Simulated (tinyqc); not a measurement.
From results back to parameters: special k points of the simple cubic lattice. Four cases, with inputs chosen for the exercise.

Problem. E(k) = -sqrt(D^2 + (e0 - t A_1(k))^2) with A_1 = 6 at Gamma and A_1 = 2 at b1/2; t > 0 and D > 0 are hidden.

Find: t; D.

Method. The difference of the squares is 32 t^2 - 8 e0 t; it is positive, so the quadratic has one positive root t; D^2 follows from either energy.

Case 1.

Values chosen: e0 = 0.96 eV (offset).
E at Gamma = -3.399118 eV
E at b1/2 = -2.920616 eV

Solution.

t = 0.450 eV
D = 2.920 eV

Case 2.

Values chosen: e0 = 0.69 eV (offset).
E at Gamma = -2.355101 eV
E at b1/2 = -1.840245 eV

Solution.

t = 0.360 eV
D = 1.840 eV

Case 3.

Values chosen: e0 = 2.35 eV (offset).
E at Gamma = -2.532864 eV
E at b1/2 = -2.098237 eV

Solution.

t = 0.680 eV
D = 1.850 eV

Case 4.

Values chosen: e0 = 0.91 eV (offset).
E at Gamma = -2.795514 eV
E at b1/2 = -1.128051 eV

Solution.

t = 0.580 eV
D = 1.100 eV

Computed by tinyqc, one run a case: `OMP_NUM_THREADS=1 python tinyqc.py N N+1 out.jsonl` with N = 1681380, 1681563, 1681643, 1682018; one thread of a shared Intel(R) Xeon(R) Processor @ 2.30GHz, about 0.2 s a run at most.
